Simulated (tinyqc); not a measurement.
Deformation-potential model of the X valleys of a conduction band: one step. Strain from a uniaxial [100] stress.

s11 = (C11 + C12)/((C11 - C12)(C11 + 2 C12)), s12 = -C12/((C11 - C12)(C11 + 2 C12)), s44 = 1/C44; exx = s11 sxx + s12 (syy + szz) and cyclic, exy = s44 sxy/2; tension is positive. A uniaxial stress X along the unit vector n is s_ij = X n_i n_j.

Parameters, chosen for this exercise (near those of GaP; the results hold for these values, not for the real material): C11 = 132.5 GPa; C12 = 61.4 GPa; C44 = 70.6 GPa; load = uniaxial [100] (kind of stress); X = 0.29 GPa (stress).

Problem. Form the compliances and the strain.

Give: s11, s12, s44; strain tensor.

Solution.

s11, s12, s44 (1/TPa): 10.6821  -3.3826  14.1643

strain tensor:
```
          x          y          z
x  0.003098   0.000000   0.000000
y  0.000000  -0.000981   0.000000
z  0.000000   0.000000  -0.000981
```

Program tinyqc; command `OMP_NUM_THREADS=1 python tinyqc.py 1050957 1050958 out.jsonl`; about 0.02 s on one thread of a shared Intel(R) Xeon(R) Processor @ 2.30GHz.
